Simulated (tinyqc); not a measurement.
## Scale length and barrier from the threshold roll-off

Inverse problem. For L well above Lambda the threshold falls by 2 m sqrt(A (A + Vds)) exp(-pi L/(2 Lambda)), A being the height of the source potential over the barrier top; the two values follow this form. Find Lambda and A.

Inputs (values chosen for the exercise): long-channel body factor m = 1; drain voltage Vds = 0.7 V.

threshold lowering at L = 33 and 53 nm (mV): 39.335325  5.9010968

Solution. The ratio of the two values gives Lambda; the prefactor gives A (A + Vds), a quadratic with one positive root.

Lambda = 16.6 nm
A = 0.220 V

tinyqc, about 0.01 s, one thread, Intel Xeon 2.30GHz (shared host): `OMP_NUM_THREADS=1 python tinyqc.py 2420154 2420155 out.jsonl`
